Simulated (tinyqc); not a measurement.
## Planar ballistic transistor, top-of-the-barrier model: effect of the temperature

At the top of the source barrier, states moving towards the drain are filled by the source (Fermi level 0) and states moving back by the drain (Fermi level -q Vd); nothing scatters. U is the shift of the band edge there, set by the capacitances CG, CD and CS (the total) and by the charge. Parabolic two-dimensional band; the source is grounded.

N0 = gv m kB T/(pi hbar^2), CG = eps0 eox/tox, vT = sqrt(2 kB T/(pi m)), CS = CG/aG, n0 = n at U = 0 and Vd = 0. eta1 = -(E0 + U)/Vt, eta2 = eta1 - Vd/Vt, n = (N0/2)[F_0(eta1) + F_0(eta2)], F_0(x) = ln(1 + exp x). U = UL + q (n - n0)/CS with UL = -(aG Vg + aD Vd), energies in eV. I = q (N0/2) vT [F_(1/2)(eta1) - F_(1/2)(eta2)] per width, F_(1/2)(x) = (2/sqrt(pi)) int_0^infinity u^(1/2)/(1 + exp(u - x)) du. CQ = (q/Vt) dn/d(eta1). E0 is held fixed.

Parameters, values chosen for the exercise; mass and valleys close to those of gallium arsenide:

| symbol | value | unit | meaning |
|---|---|---|---|
| m | 0.0661 | m0 | effective mass |
| gv | 1 |  | valley degeneracy |
| eox | 16 |  | relative permittivity of the gate insulator |
| tox | 1.6 | nm | insulator thickness |
| aG | 0.76 |  | gate control CG/CS |
| aD | 0.112 |  | drain control CD/CS |
| E0 | 0.18 | eV | band edge at the barrier top above the source Fermi level at zero bias |
| Vg | 0.5 | V | gate voltage |
| Vd | 0.5 | V | drain voltage |

Constants: q = 1.602176634e-19 C, kB = 1.380649e-23 J/K, hbar = 1.054571817e-34 J s, m0 = 9.1093837015e-31 kg, Vt = kB T/q, eps0 = 8.8541878128e-14 F/cm where lengths are in cm. Results are converted to the units shown.

Result of one run:
```
T (K)    eta1  n (cm^-2)  I (uA/um)  mean velocity I/(q n) (cm/s)    CQ/CS
50     49.934  2.9704e12     2162.3                      4.5436e7  0.18986
```

What becomes of these results when the temperature T is changed from 50 to 120 K, all else the same?

Result of the changed run:
```
T (K)    eta1  n (cm^-2)  I (uA/um)  mean velocity I/(q n) (cm/s)    CQ/CS
120    20.806  2.9704e12     2167.4                      4.5543e7  0.18986
```

The whole series:
```
T (K)    eta1  n (cm^-2)  I (uA/um)  mean velocity I/(q n) (cm/s)    CQ/CS
50     49.934  2.9704e12     2162.3                      4.5436e7  0.18986
77     32.425  2.9704e12     2163.8                      4.5467e7  0.18986
120    20.806  2.9704e12     2167.4                      4.5543e7  0.18986
180    13.871  2.9704e12     2175.2                      4.5706e7  0.18986
240    10.403  2.9704e12     2186.1                      4.5936e7  0.18986
300    8.3227  2.9706e12     2200.4                      4.6234e7  0.18982
360    6.9361  2.9712e12     2218.3                      4.6600e7  0.18970
420    5.9463  2.9727e12     2240.0                      4.7030e7  0.18944
```

As T goes from 50 to 420 K, n stays near 2.97e12 cm^-2, the mean velocity rises from 4.54e7 to 4.70e7 cm/s and the current rises from 2160 to 2240 uA/um. CQ/CS stays near 0.19.

tinyqc, about 0.01 s, one thread, Intel Xeon 2.30GHz (shared host): `OMP_NUM_THREADS=1 python tinyqc.py 2400094 2400095 out.jsonl`
